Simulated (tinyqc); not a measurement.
Planar metal-insulator-metal capacitor: capacitance, non-linearity, leakage and relaxation: charge lost after writing.

A film between two metal electrodes, each interface adding a series capacitance ci. The small-signal permittivity is ek (1 + aq E^2); the field is found with the linear permittivity. Leakage J = J0 sinh(E/Ef). After a voltage step the film passes a relaxation current kr C V tt^(-nr), tt being the time in seconds.

Planar film: Cf = eps0 ek/t, 1/C = 1/Cf + 2/ci, EOT = 3.9 eps0/C, effective permittivity C t/eps0, E = (V/t) C/Cf. A capacitor written for t0 and then left open loses, as a share of C V, kr (tt^(1 - nr) - t0^(1 - nr))/(1 - nr) by relaxation and J tt/(C V) by leakage; both are taken as small, and rows far outside that range are left out.

Values chosen for this exercise; permittivity of the order of that of silicon nitride:
```
symbol    value       unit                                                             meaning
ek         6.68                                              relative permittivity of the film
t            15         nm                                                      film thickness
ci           37    uF/cm^2  capacitance of each electrode interface (dead layer and screening)
aq       0.0032  cm^2/MV^2                     quadratic field coefficient of the permittivity
V           1.9          V                                                                bias
nr        0.932                                             exponent of the relaxation current
kr      0.00016                                                     strength of the relaxation
J0      1.2e-11     A/cm^2                                                   leakage prefactor
Ef         0.17      MV/cm                             field for an e-fold rise of the leakage
t0         1e-7          s                                         duration of the write pulse
```

Constants: eps0 = 8.8541878128e-14 F/cm where lengths are in cm. Results are converted to the units shown.

The same in every row: leakage current (nA/cm^2) = 8.8418.

Results:
```
tt (s)  relaxation current (nA/cm^2)  loss by relaxation (%)  loss by leakage (%)  total loss (%)
1e-6                           45872                0.013328            1.2053e-6        0.013330
1e-5                          5364.7                0.028916            1.2053e-5        0.028928
0.0001                        627.41                0.047146            1.2053e-4        0.047266
0.001                         73.375                0.068465            0.0012053        0.069671
0.01                          8.5812                0.093399             0.012053         0.10545
1                            0.11737                 0.15666               1.2053          1.3620
```

Estimate the missing row, tt = 0.1 s.

Computed row:
```
tt (s)  relaxation current (nA/cm^2)  loss by relaxation (%)  loss by leakage (%)  total loss (%)
0.1                           1.0036                 0.12256              0.12053         0.24309
```

With this row back in the table: The two currents are equal at tt = 0.00968 s. The loss by relaxation grows from 0.0133 to 0.157 %, by 0.0156 points over the first decade and 0.0341 over the last, while the loss by leakage grows tenfold a decade. Leakage is the larger loss for tt = 1 s.

Numbers from tinyqc (`OMP_NUM_THREADS=1 python tinyqc.py 2102059 2102060 out.jsonl`; about 0.01 s on one thread of a shared Intel Xeon 2.30GHz).
